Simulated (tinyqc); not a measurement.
Interdiffusion of a quantum well during annealing: blurred potential and shift of the confined levels. Inputs raised by 2 %, one at a time. Computed by tinyqc, a small Python program. Command: `OMP_NUM_THREADS=1 python tinyqc.py 3009251 3009252 out.jsonl qwi sens`. One thread of a shared host (Intel(R) Xeon(R) Processor @ 2.30GHz), about 0.07 s of CPU time with the checks.

A square well of width w is blurred by Fick diffusion with a constant coefficient; band offsets are linear in composition, masses are uniform, and strain and excitons are ignored.

Inputs (values chosen for the exercise, modelled on InGaAs in InP):
```
quantity                value    unit
well width w              4.4      nm
electron mass m_e      0.0407     m_0
hole mass m_h           0.388     m_0
conduction offset V_c    0.25      eV
valence offset V_v       0.44      eV
prefactor D0              4.2  cm^2/s
activation energy E      3.31      eV
anneal temperature T      690       C
anneal time t             620       s
```

Constants: k_B = 8.617333262e-05 eV/K; hbar^2/(2 m_0) = 3.80998212 eV angstrom^2.

Method:
- D = D0 exp(-E/(k_B T)); L = sqrt(D t); share of well material at the centre erf(w/(4L)); 1 nm = 1e-7 cm.
- Temperatures in kelvin are T(C) + 273.15.
- Square well, ground state: take the lowest root of k tan(k w/2) = kappa, k^2 = E/c, kappa^2 = (V - E)/c, c = hbar^2/(2m) with hbar^2/(2 m_0) in eV angstrom^2.
- With L = sqrt(D t) and the share at the centre erf(w/(4L)). After the anneal: V(z) = V {1 - (1/2)[erf((w/2 - z)/(2L)) + erf((w/2 + z)/(2L))]}, energies counted from the original well bottom. Finite differences on 3000 points over |z| < w/2 + 6L + 25 nm; shifts are taken against the same grid with cell-averaged square steps.
- Rise of the bottom = V (1 - share at the centre). Overlap = |<electron|hole>|^2.

Runs; columns: (1) input moved; (2) from; (3) to; (4) blue shift of the transition (meV); (5) shift of the electron level (meV); (6) shift of the hole level (meV); (7) electron level before the anneal (meV):
```
(1)                            (2)       (3)      (4)     (5)     (6)     (7)
base run                         -         -  122.688  27.002  95.686  122.44
electron mass m_e (m_0)     0.0407  0.041514  123.033  27.347  95.686  121.35
hole mass m_h (m_0)          0.388   0.39576  122.695  27.002  95.693  122.44
conduction offset V_c (eV)    0.25     0.255  123.580  27.893  95.686  123.78
valence offset V_v (eV)       0.44    0.4488  124.609  27.002  97.607  122.44
prefactor D0 (cm^2/s)          4.2     4.284  124.550  27.361  97.189  122.44
anneal time t (s)              620     632.4  124.550  27.361  97.189  122.44
```

Exponents ln(y'/y) / ln(x'/x); columns: (1) input; (2) blue shift of the transition; (3) shift of the electron level; (4) shift of the hole level; (5) electron level before the anneal:
```
(1)                      (2)    (3)    (4)    (5)
electron mass m_e      0.142  0.641  0.000  -0.45
hole mass m_h          0.003  0.000  0.004   0.00
conduction offset V_c  0.366  1.639  0.000   0.55
valence offset V_v     0.785  0.000  1.004   0.00
prefactor D0           0.761  0.667  0.787   0.00
anneal time t          0.761  0.667  0.787   0.00
```

Which inputs matter most for each result?

Among the inputs moved here: blue shift of the transition answers most in size to valence offset V_v (exponent +0.785), next to prefactor D0 (+0.761). Shift of the electron level answers most in size to conduction offset V_c (exponent +1.639), next to prefactor D0 (+0.667); its exponent is below 0.0005 for hole mass m_h, valence offset V_v. Shift of the hole level answers most in size to valence offset V_v (exponent +1.004), next to prefactor D0 (+0.787); its exponent is below 0.0005 for electron mass m_e, conduction offset V_c. Its exponent 0.000 in electron mass m_e: the two bands are independent here. Electron level before the anneal answers most in size to conduction offset V_c (exponent +0.550), next to electron mass m_e (-0.450); its exponent is below 0.0005 for hole mass m_h, valence offset V_v, prefactor D0, anneal time t.

Caution (all rows): the well mass is used in the barriers too; a heavier barrier mass would lower these levels.
